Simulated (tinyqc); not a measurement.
Electron counts at which the sphere reaches the zone: Brillouin zone and empty-lattice bands of the bcc structure.

Primitive vectors a (-1/2,1/2,1/2), a (1/2,-1/2,1/2), a (1/2,1/2,-1/2); one atom. Reciprocal vectors obey a_i.b_j = 2 pi delta_ij; k is given in units of 2 pi/a. Empty-lattice levels are c0 (2 pi/a)^2 |k + G|^2, c0 = hbar^2/2m0. Points: H = (1, 0, 0), N = (0.5, 0.5, 0), P = (0.5, 0.5, 0.5).

Constants: hbar^2/2m0 = 3.80998211 eV angstrom^2.

Inputs chosen for the exercise (out of a larger set: lattice near that of Na; not measured data): a = 4.289 angstrom (lattice constant).

Z = V kF^3/(3 pi^2), V the volume of the primitive cell, with kF = |k| of each point.

Cases:
```
point
H
N
P
```

Rank the cases by Z per atom, lowest first.

Answer: N, P, H.

Results:
```
point  |k| (2 pi/a)  Z per atom  EF there (eV)
H            1.0000       4.189          8.177
N            0.7071       1.481          4.088
P            0.8660       2.721          6.132
```

The sphere first touches the zone at N, for Z = 1.481, and covers it at H, for Z = 4.189, while the zone itself holds 2 electrons per atom. These counts do not depend on a. First contact at 1.36 (fcc) and 1.48 (bcc) is the free-electron argument for the Hume-Rothery limits of brasses.

Computed by tinyqc, a small Python program: `OMP_NUM_THREADS=1 python tinyqc.py 1880947 1880948 out.jsonl` (the numbers bound the seed that draws the inputs); one thread of a shared host (Intel(R) Xeon(R) Processor @ 2.30GHz), about 0.01 s for the whole set of steps.
